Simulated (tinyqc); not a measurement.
# Free and trapped electrons in a MOS channel with a dense trap tail, step by step

Computed by the program tinyqc: `OMP_NUM_THREADS=1 python tinyqc.py 2222144 2222145 out.jsonl`, one thread of a shared Intel Xeon 2.30GHz, about 0.02 s for the whole run. Printed values are rounded.

p-type body, charge-sheet picture, full ionisation (an idealisation for deep acceptors), Boltzmann statistics for free electrons. e = Ec - EF at the surface. Acceptor-like traps of density D(E) = D0 + De exp(-E/Ew) at depth E below Ec, from 0 to Eu, hold n_t = integral of D(E)/(1 + exp((e - E)/Vt)). psi = Eg - Vt ln(Nv/Na) - e; N_dep = sqrt(2 eps0 eps_r Na (psi - Vt)/q); n_f = sqrt(N_dep^2 + 2 eps0 eps_r Vt Nc exp(-e/Vt)/q) - N_dep; Vg = Vfb + psi + q (N_dep + n_t + n_f)/Cox, Cox = eps0 eox/tox.

Parameters, values chosen for the exercise; band and dielectric values close to those of 4H silicon carbide:
- T = 300 K (temperature)
- Eg = 3.23 eV (band gap)
- eps_r = 9.64 (relative permittivity)
- Nc = 1.69e19 cm^-3 (conduction-band density of states at T)
- Nv = 2.5e19 cm^-3 (valence-band density of states at T)
- eox = 3.9 (relative permittivity of the insulator)
- tox = 37 nm (insulator thickness)
- Na = 8.2e15 cm^-3 (acceptor density)
- Vfb = -2.81 V (flat-band voltage without trapped charge)
- D0 = 5e10 cm^-2 eV^-1 (constant background density of acceptor-like traps)
- De = 4.4e12 cm^-2 eV^-1 (density of the tail at the conduction edge)
- Ew = 0.06 eV (decay energy of the tail)
- Eu = 0.85 eV (depth below Ec down to which the traps reach)
- mf = 99 cm^2/(V s) (mobility of free electrons)
- e = 0.05 eV (Ec - EF at the surface)

Constants: q = 1.602176634e-19 C, kB = 1.380649e-23 J/K, Vt = kB T/q, eps0 = 8.8541878128e-14 F/cm where lengths are in cm. Results are converted to the units shown.

Range of the model: EF lies less than 2 Vt below the band edge, or above it, where degeneracy and confinement, left out, matter.

## Trapped charge

Trapezoid rule on 16 equal steps from 0 to Eu, f = 1/(1 + exp((e - E)/Vt)).

```
point	E (eV)	D(E) f (cm^-2 eV^-1)
0	0	5.620304e11
1	0.05312500	9.888905e11
2	0.1062500	7.174066e11
3	0.1593750	3.537843e11
4	0.2125	1.771162e11
5	0.2656250	1.025524e11
6	0.3187500	7.168799e10
7	0.3718750	5.894789e10
8	0.425	5.369145e10
9	0.4781250	5.152289e10
10	0.5312500	5.062826e10
11	0.5843750	5.025918e10
12	0.6375	5.010692e10
13	0.6906250	5.004411e10
14	0.7437500	5.001820e10
15	0.7968750	5.000751e10
16	0.85	5.000310e10
```

n_t = 1.690799e11 cm^-2

With 1600 steps n_t = 1.714e11 cm^-2; the coarse value is 1.3 % below it.

## Charges and gate voltage

psi, N_dep, n_f and Vg as defined, with the n_t given; free share n_f/(n_f + n_t); apparent mobility mf n_f/(n_f + n_t); gate voltage spent on traps q n_t/Cox.

psi = 2.972602 V
N_dep = 5.074010e11 cm^-2
n_f = 4.571587e11 cm^-2
Vg = 2.108741 V
free share = 73.00072 %
apparent mobility = 72.27071 cm^2/(V s)
gate voltage spent on traps = 0.2902624 V
